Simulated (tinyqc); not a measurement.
# Schottky diode by thermionic emission with image-force lowering and series resistance: effect of the doping on the lowering

Metal on an n-type semiconductor with one parabolic valley; V > 0 is forward bias (metal positive). I = I0 [exp(Vj/(n Vt)) - 1] with Vj = V - I Rs; I0 = S A* T^2 exp(-(phi - dphi)/Vt), the lowering dphi taken at zero bias.

A* = 4 pi q me m0 kB^2/h^3 (times 1e-4 for A/(cm^2 K^2)); Nc = 2 (2 pi me m0 kB T/h^2)^1.5 (times 1e-6 for cm^-3); xi = Vt ln(Nc/Nd), Vbi = phi - xi; surface field Em = sqrt(2 q Nd (Vbi - V - Vt)/(eps0 eps_r)); dphi = sqrt(q Em/(4 pi eps0 eps_r)). Here V = 0 in Em.

Values chosen for this exercise; band and dielectric values close to those of indium phosphide: temperature T = 200 K; electron mass me = 0.0788 m0; relative permittivity eps_r = 12.5; barrier height seen from the metal phi = 0.77 eV; area S = 1.2e-5 cm^2.

Constants: q = 1.602176634e-19 C, kB = 1.380649e-23 J/K, h = 6.62607015e-34 J s, m0 = 9.1093837015e-31 kg, Vt = kB T/q, eps0 = 8.8541878128e-14 F/cm where lengths are in cm. Results are converted to the units shown.

Result of one run:

| Nd (cm^-3) | Vbi (V) | Em (kV/cm) | dphi (meV) | I0 (A) |
|---|---|---|---|---|
| 8.1e15 | 0.7076 | 40.24 | 21.53 | 6.265e-19 |

What becomes of these results when the donor density Nd is changed from 8.1e15 to 1.3e15 cm^-3, all else the same?

Result of the changed run:

| Nd (cm^-3) | Vbi (V) | Em (kV/cm) | dphi (meV) | I0 (A) |
|---|---|---|---|---|
| 1.3e15 | 0.6761 | 15.75 | 13.47 | 3.925e-19 |

The whole series:

| Nd (cm^-3) | Vbi (V) | Em (kV/cm) | dphi (meV) | I0 (A) |
|---|---|---|---|---|
| 8.8e13 | 0.6297 | 3.950 | 6.746 | 2.657e-19 |
| 2.2e14 | 0.6455 | 6.326 | 8.536 | 2.948e-19 |
| 5.4e14 | 0.6610 | 10.03 | 10.75 | 3.352e-19 |
| 1.3e15 | 0.6761 | 15.75 | 13.47 | 3.925e-19 |
| 3.3e15 | 0.6922 | 25.39 | 17.10 | 4.846e-19 |
| 8.1e15 | 0.7076 | 40.24 | 21.53 | 6.265e-19 |
| 2e16 | 0.7232 | 63.94 | 27.14 | 8.676e-19 |
| 4.9e16 | 0.7386 | 101.2 | 34.14 | 1.302e-18 |

dphi rises from 6.75 to 34.1 meV, as Nd^(0.26) (1/4 at fixed Vbi), and I0 grows by a factor of 4.90. Emission limits the current only if the drift velocity at the surface is well above A* T^2/(q Nc) = 7.82e6 cm/s; with a mobility of 4940 cm^2/(V s) it is less than three times that in 1 of the rows, where I0 is overstated.

tinyqc, about 0.01 s, one thread, Intel Xeon 2.30GHz (shared host): `OMP_NUM_THREADS=1 python tinyqc.py 2640097 2640098 out.jsonl`
